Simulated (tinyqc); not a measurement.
Worked calculation: mean-field antiferromagnet of the Hubbard model on the square lattice. Values are carried at full precision from step to step, so a last printed digit may differ when a step is redone from the rounded ones.

e(k) = -2 t (cx + cy) - 4 t2 cx cy, ci = cos ki; one electron a site; Q = (pi, pi). <n_up - n_dn> = m cos(Q.R) gives Delta = U m/2 and bands E = e+ -/+ sqrt(e-^2 + Delta^2), e+- = (e(k) +- e(k + Q))/2 (the constant U/2 is dropped). Means run over the mesh k_i = 2 pi (j + 1/2)/N of the whole zone: mu from mean(f(E-) + f(E+)) = 1; m(out) = mean of Delta (f(E-) - f(E+))/sqrt(e-^2 + Delta^2); free energy per site F = -kT mean[ln(1 + exp(-(E- - mu)/kT)) + ln(1 + exp(-(E+ - mu)/kT))] + mu + U m^2/4. Order at T > 0 in two dimensions is an artefact of mean field.

Constants: kB = 8.617333262e-05 eV/K.

Values chosen for the exercise:
- t = 0.39 eV (nearest hopping)
- t2 = 0 eV (second hopping)
- N = 4 (mesh)
- U = 1.93 eV (on-site repulsion)
- m0 = 0.15 (starting staggered moment)
- T = 100 K

## Folded levels on the mesh

Collect the points with equal |e-| and e+.

Classes of points:

| \|e-\| (eV) | e+ (eV) | points |
|---|---|---|
| 0.0000 | 0.0000 | 8 |
| 1.1031 | 0.0000 | 8 |

## One mean-field step

From m = m0 form Delta, the two bands of each class and m(out).

Delta = 0.1447 eV

E-, E+ and Delta/sqrt(e-^2 + Delta^2) of each class:

| \|e-\| (eV) | E- (eV) | E+ (eV) | Delta/sqrt(e-^2 + Delta^2) |
|---|---|---|---|
| 0.0000 | -0.1447 | 0.1447 | 1.0000 |
| 1.1031 | -1.1125 | 1.1125 | 0.1301 |

m(out) = 0.5651

m(out) is above m0, so the next step starts from a larger moment.

## Self-consistency

Repeat with m = m(out) until |m(out) - m| < 1e-8; F(0) is the free energy at m = 0.

Iterations:

| step | m | Delta (eV) | m(out) | F (eV) |
|---|---|---|---|---|
| 1 | 0.150000 | 0.14475 | 0.565054 | -0.617790 |
| 2 | 0.565054 | 0.54528 | 0.721567 | -0.733832 |
| 3 | 0.721567 | 0.69631 | 0.766894 | -0.749175 |
| 4 | 0.766894 | 0.74005 | 0.778564 | -0.750424 |
| 5 | 0.778564 | 0.75131 | 0.781466 | -0.750506 |
| 6 | 0.781466 | 0.75411 | 0.782182 | -0.750511 |
| 7 | 0.782182 | 0.75481 | 0.782358 | -0.750511 |
| 8 | 0.782358 | 0.75498 | 0.782401 | -0.750511 |
| 9 | 0.782401 | 0.75502 | 0.782412 | -0.750511 |
| 10 | 0.782412 | 0.75503 | 0.782414 | -0.750511 |
| 11 | 0.782414 | 0.75503 | 0.782415 | -0.750511 |
| 12 | 0.782415 | 0.75503 | 0.782415 | -0.750511 |
| 13 | 0.782415 | 0.75503 | 0.782415 | -0.750511 |
| 14 | 0.782415 | 0.75503 | 0.782415 | -0.750511 |

m = 0.7824
Delta = 0.7550 eV
lowest E+ minus highest E- on the mesh = 1.5101 eV
F - F(0) = -192.99 meV

Converged in 14 steps. The ordered state lies 192.99 meV a site below the paramagnet and is an insulator on this mesh. A mesh of N = 48 gives m = 0.769 and F - F(0) = -118.2 meV.

## Checks

- Energy gain at U = 400 t against the exchange limit -z t^2/U a site (z neighbours), counted from -U/4 (eV): both -0.00390.

(tinyqc, `OMP_NUM_THREADS=1 python tinyqc.py 1682089 1682090 out.jsonl`, Intel(R) Xeon(R) Processor @ 2.30GHz, 1 thread, shared host, about 0.2 s.)
